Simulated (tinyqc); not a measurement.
Double-gate transistor below threshold, two-dimensional Poisson equation on a small mesh: two steps of the calculation.

Half of a symmetric double-gate structure: row 0 is the mid-plane of the body, where the normal field vanishes. Mobile charge is neglected (subthreshold), the body is fully depleted, and potentials are counted from the intrinsic level; rows run upward to the gate, columns from source to drain.

Parameters, values chosen for the exercise: temperature T = 400 K; potential of the source Vbi = 0.54 V.

Constants: q = 1.602176634e-19 C, kB = 1.380649e-23 J/K, Vt = kB T/q. Results are converted to the units shown.

Question 1. Over-relaxation sweep (omega = 1.5). Free nodes: rows 0..4, columns 1..5, taken row by row from row 0, left to right. t = (up psi(above) + dn psi(below) + lat [psi(left) + psi(right)] + s)/(up + dn + 2 lat), with the newest neighbours; psi(new) = psi + 1.5 (t - psi).

psi after iteration 1 (V):
```
              j=0         j=1         j=2         j=3         j=4         j=5         j=6
row 0  0.54000000  0.04729927  0.00414300  0.00036289  0.00003179  0.07357943  0.84000000
row 1  0.54000000  0.07863072  0.00963172  0.00108404  0.00011601  0.12232646  0.84000000
row 2  0.54000000  0.09938495  0.01508539  0.00203942  0.00025548  0.15462914  0.84000000
row 3  0.54000000  0.11888727  0.02096217  0.00322016  0.00045033  0.18499459  0.84000000
row 4  0.28000000  0.11364380  0.03560355  0.01824689  0.01518975  0.16987952  0.43000000
row 5  0.02000000  0.02000000  0.02000000  0.02000000  0.02000000  0.02000000  0.02000000
```

```
row         up         dn        lat  s (V)
0         31.9          0  2.1090909      0
1         31.9       31.9  4.2181818      0
2         31.9       31.9  4.2181818      0
3    23.913043       31.9  3.2852273      0
4    23.913043  23.913043  2.3522727      0
```

Wanted: psi after iteration 2.

Answer 1.

psi after iteration 2 (V):
```
           j=0      j=1      j=2      j=3      j=4      j=5      j=6
row 0  0.54000  0.12818  0.02195  0.00318  0.00686  0.19945  0.84000
row 1  0.54000  0.15957  0.03379  0.00589  0.01589  0.24835  0.84000
row 2  0.54000  0.18338  0.04497  0.00897  0.02502  0.28550  0.84000
row 3  0.54000  0.19087  0.05981  0.02052  0.04394  0.29400  0.84000
row 4  0.28000  0.10837  0.04520  0.02260  0.04899  0.16164  0.43000
row 5  0.02000  0.02000  0.02000  0.02000  0.02000  0.02000  0.02000
```

Question 2. Barrier, swing and barrier lowering. The barrier is read along row 0, the path farthest from the gate. Take the node j of lowest psi: barrier Vbi - psi_j; swing Vt ln 10/(d psi_j/dVg); DIBL = (d psi_j/dVd)/(d psi_j/dVg). The derivatives solve the same equations with s = 0 and a unit change of that voltage.

converged psi (V):
```
              j=0         j=1         j=2         j=3         j=4         j=5         j=6
row 0  0.54000000  0.30165059  0.18645594  0.16923463  0.24419698  0.44958843  0.84000000
row 1  0.54000000  0.29350813  0.17997837  0.16313984  0.23557356  0.43735570  0.84000000
row 2  0.54000000  0.26778390  0.16071517  0.14524046  0.20984623  0.39856268  0.84000000
row 3  0.54000000  0.22022200  0.12934037  0.11675192  0.16770757  0.32635202  0.84000000
row 4  0.28000000  0.12532813  0.07673030  0.07001839  0.09670006  0.18125183  0.43000000
row 5  0.02000000  0.02000000  0.02000000  0.02000000  0.02000000  0.02000000  0.02000000
```

d psi/dVg on row 0: j=0 0.00000000, j=1 0.46922461, j=2 0.70846797, j=3 0.77726175, j=4 0.70846797, j=5 0.46922461, j=6 0.00000000
d psi/dVd on row 0: j=0 0.0000000, j=1 0.0188246, j=2 0.0495310, j=3 0.1113691, j=4 0.2420011, j=5 0.5119508, j=6 1.0000000

Give: j; barrier; swing; DIBL.

Answer 2.

j = 3
barrier = 0.3708 V
swing = 102.1 mV/decade
DIBL = 143.3 mV/V

Numbers from tinyqc (`OMP_NUM_THREADS=1 python tinyqc.py 2480155 2480156 out.jsonl`; about 0.2 s on one thread of a shared Intel Xeon 2.30GHz).
